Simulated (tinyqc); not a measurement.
p-n heterojunction, non-linear Poisson equation by Newton steps, Boltzmann statistics: effect of the acceptor density of material 1.

One dimension, material 1 (p-type) at x < 0 and material 2 (n-type) at x > 0. Band edges: Ec = -psi in material 1 and -psi + dEc in material 2, Ev = Ec - Eg. Flat quasi-Fermi levels: 0 for holes, +V for electrons. n = Nc F((EFn - Ec)/Vt), p = Nv F((Ev - EFp)/Vt), with F(eta) = exp(eta) (Boltzmann statistics); full ionisation, no interface charge, classical densities; the doping types are chosen for the exercise.

Exact first integral: on each side D^2/(2 eps0 er) = G, G = q [Vt (nI_j - nI_b) + Vt (pI_j - pI_b) - C (psi_j - psi_b)], with C = -N1 or +N2, b the neutral end of that side, and nI, pI the densities themselves. D is continuous, so er1 G1(psi_j) = er2 G2(psi_j) fixes psi_j. Ends from Nv1 F((-psi_L - Eg1)/Vt) = N1 and Nc2 F((V + psi_R - dEc)/Vt) = N2. D is counted positive when psi rises towards material 2. Depletion (Anderson) capacitance C^2 = q eps0 er1 er2 N1 N2/(2 (er1 N1 + er2 N2)(psi_R - psi_L)). -dD/dV is the change of the displacement at the interface with both quasi-Fermi levels flat; it is the terminal capacitance only while neither side holds an inversion layer. n_j and p_j are densities at the interface.

Values chosen for this exercise; band and dielectric values close to those of GaAs and AlGaAs:
```
symbol,value,unit,meaning
T,250,K,temperature
Eg1,1.42,eV,band gap of material 1
er1,12.8,,relative permittivity of material 1
Nc1,3.4e17,cm^-3,conduction-band density of states of material 1
Nv1,6.95e18,cm^-3,valence-band density of states of material 1
Eg2,1.79,eV,band gap of material 2
er2,11.8,,relative permittivity of material 2
Nc2,5.39e17,cm^-3,conduction-band density of states of material 2
Nv2,8.37e18,cm^-3,valence-band density of states of material 2
dEc,0.22,eV,conduction-band offset Ec2 - Ec1
N2,6.5e16,cm^-3,donor density of material 2
V,0.35,V,bias of side 1 against side 2
```

Constants: q = 1.602176634e-19 C, kB = 1.380649e-23 J/K, Vt = kB T/q, eps0 = 8.8541878128e-14 F/cm where lengths are in cm. Results are converted to the units shown.

Results:

| N1 (cm^-3) | psi_R - psi_L (V) | psi_j - psi_L (V) | psi_R - psi_j (V) | D/q (cm^-2) | n_j in 1 (cm^-3) | p_j in 2 (cm^-3) | -dD/dV (nF/cm^2) | depletion C (nF/cm^2) |
|---|---|---|---|---|---|---|---|---|
| 4.4e15 | 1.086 | 0.9056 | 0.1802 | 3.667e11 | 2.606e17 | 2.780e-6 | 2.507 | 18.51 |
| 2.3e16 | 1.121 | 0.8007 | 0.3207 | 5.036e11 | 3.821e14 | 0.001897 | 37.23 | 36.68 |
| 5.2e16 | 1.139 | 0.6083 | 0.5307 | 6.570e11 | 2.235e10 | 32.41 | 48.03 | 47.11 |
| 1.2e17 | 1.157 | 0.3925 | 0.7645 | 7.936e11 | 4.334e5 | 1.672e6 | 57.07 | 56.00 |
| 2.7e17 | 1.174 | 0.2270 | 0.9474 | 8.860e11 | 88.82 | 8.158e9 | 62.73 | 61.57 |
| 6.1e17 | 1.192 | 0.1242 | 1.068 | 9.418e11 | 0.3331 | 2.175e12 | 65.64 | 64.47 |
| 1.4e18 | 1.210 | 0.06858 | 1.141 | 9.743e11 | 0.01095 | 6.614e13 | 66.72 | 65.67 |

Estimate the missing row, N1 = 9.9e15 cm^-3.

Computed row:

| N1 (cm^-3) | psi_R - psi_L (V) | psi_j - psi_L (V) | psi_R - psi_j (V) | D/q (cm^-2) | n_j in 1 (cm^-3) | p_j in 2 (cm^-3) | -dD/dV (nF/cm^2) | depletion C (nF/cm^2) |
|---|---|---|---|---|---|---|---|---|
| 9.9e15 | 1.103 | 0.9016 | 0.2016 | 3.907e11 | 9.636e16 | 7.519e-6 | 10.35 | 26.44 |

With this row back in the table: As N1 goes from 4.4e15 to 1.4e18, the total bending rises from 1.09 to 1.21 V and the sheet charge D/q rises from 3.67e11 to 9.74e11 cm^-2; the share of the bending in material 1 falls from 83.4 to 5.67 %. The capacitance departs most from the depletion formula at N1 = 4.4e15, where it is 86 % below it, and there the electrons at the interface in material 1 outnumber its acceptors: an inversion layer has formed. For N1 = 4.4e15 a density at the interface exceeds 0.3 of the band density of states, which Boltzmann statistics overestimate.

tinyqc, about 0.02 s, one thread, Intel Xeon 2.30GHz (shared host): `OMP_NUM_THREADS=1 python tinyqc.py 2040073 2040074 out.jsonl`
